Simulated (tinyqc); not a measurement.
Surface segregation during layer-by-layer epitaxy: two-layer exchange kinetics and the shape of quantum wells and delta layers: one step, computed by the program tinyqc. Command: `OMP_NUM_THREADS=1 python tinyqc.py 3008321 3008322 out.jsonl mbeseg walk`. One thread of a shared host (Intel(R) Xeon(R) Processor @ 2.30GHz), about 0.01 s of CPU time with the checks.

Atoms A and B exchange only between the growing layer and the one below it. B is supplied for N layers, then pure A follows.

Problem. Exchange rates. p1 = nu exp(-E1/(k_B T)) (B up, A down), p2 = nu exp(-(E1 + E_s)/(k_B T)) (B down); time per layer tau = 1/G; K = p1/p2. Temperatures in kelvin are T(C) + 273.15. Dilute equilibrium share passed up per layer R_eq = K/(1 + K).

Inputs (values chosen for the exercise, close to those used for gallium in AlAs):
```
quantity                     value      unit
barrier E1 for B to move up   2.05        eV
segregation energy E_s       0.088        eV
attempt frequency nu            10       THz
growth rate G                  1.4  layers/s
temperature T                  590         C
```

Constants: k_B = 8.617333262e-05 eV/K.

Give: p1; p2; p1 tau; K; R_eq.

Solution.

p1 = 10.73 1/s

p2 = 3.285 1/s

p1 tau = 7.661

K = 3.264

R_eq = 0.7655

Exchange is fast against growth: the two layers are near equilibrium.
